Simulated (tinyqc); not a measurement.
Solubility, supersaturation, precipitation and gettering of an impurity in a silicon-like host: one step, computed by the program tinyqc. Command: `OMP_NUM_THREADS=1 python tinyqc.py 3003097 3003098 out.jsonl ripen walk`. One thread of a shared host (Intel(R) Xeon(R) Processor @ 2.30GHz), about 0.01 s of CPU time with the checks.

The wafer was saturated at T1 and is then held at T.

Question. Segregation into a layer on one face. k = k_0 exp(E_g/(k_B T)); in equilibrium the bulk keeps C/C0 = 1/(1 + k t_g/w). For a strong sink on one face the slowest diffusion mode has tau_w = 4 w^2/(pi^2 D), and C/C0 is estimated as c_eq + (1 - c_eq)(8/pi^2) sum over odd m up to 99 of exp(-m^2 t/tau_w)/m^2. Precipitation is left out here.

Inputs (values chosen for the exercise, modelled on gold in silicon):
```
quantity                       value        unit
temperature of saturation T1    1300           K
anneal temperature T             924           K
anneal time t                 310000           s
wafer thickness w                775  micrometre
segregation energy E_g           1.2          eV
segregation prefactor k_0      0.034           -
getter layer thickness t_g      0.62  micrometre
```

Gettering: segregation gettering in a layer.

D(T) = 1.210938e-10 cm^2/s

Constants: k_B = 8.617333262e-05 eV/K.

Give: segregation coefficient k; equilibrium C/C0; tau_w; mean C/C0 at t.

Answer.

segregation coefficient k = 1.1930e+05

equilibrium C/C0 = 0.010369

tau_w = 2.0102e+07 s

mean C/C0 at t = 0.91172

Limited by diffusion: far more is left than the 0.010 that equilibrium would leave.
